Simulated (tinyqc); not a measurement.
Worked calculation: plane-wave Kohn-Sham cycle with exchange-only LDA in a layered model solid. Computed by tinyqc, a small Python program that keeps every step. Settings: points = 16, plane-wave index or count = 2, electrons = 4, k points = 3, area = 9.0, mixing = 0.3, iteration cap = 52. Command: `OMP_NUM_THREADS=1 python tinyqc.py 21674 21675 out.jsonl` (the two numbers bound the seeds that draw the settings). One thread of a shared host (Intel(R) Xeon(R) Processor @ 2.60GHz), about 0.02 s of CPU time with the checks.

A solid whose potential varies along x alone (atomic units):
```
parameter                      value
period a                   18.000000
cross-section of the cell   9.000000
electrons per cell                 4
grid points                       16
plane waves -n..n, n               2
k points                           3
V1 in V1 cos(2 pi x/a)     -0.390000
V2 in V2 cos(4 pi x/a)     -0.100000
```

Stop when sqrt(dV sum R^2) is below 1e-8, dV = a A/N.

Course of the cycle:
```
iteration  E (hartree)  norm of the residual
1           -1.5747319              3.03e-01
2           -2.4596920              3.94e-01
3           -2.4032618              3.33e-01
4           -1.7948121              3.64e-01
5           -2.7083022              3.43e-01
6           -1.5755448              3.50e-01
7           -2.7755851              3.45e-01
8           -1.5299851              3.46e-01
9           -2.7863455              3.45e-01
10          -1.5230089              3.46e-01
11          -2.7889251              3.46e-01
...                ...                   ...
42          -1.5205246              3.46e-01
43          -2.7903667              3.46e-01
44          -1.5205246              3.46e-01
45          -2.7903667              3.46e-01
46          -1.5205246              3.46e-01
47          -2.7903667              3.46e-01
48          -1.5205246              3.46e-01
49          -2.7903667              3.46e-01
50          -1.5205246              3.46e-01
51          -2.7903667              3.46e-01
52          -1.5205246              3.46e-01
```

Can the last value be used, and what does the course show?

Not by the stop rule. Not converged within 52 iterations: the residual has stopped falling: the iteration swings between two states. Reruns (cap 100 unless said): mixing 0.1: not converged; mixing 0.5, Kerker q0 1.0: not converged; mixing 0.3, Pulay depth 5: not converged; the original settings with a cap of 400: not converged.
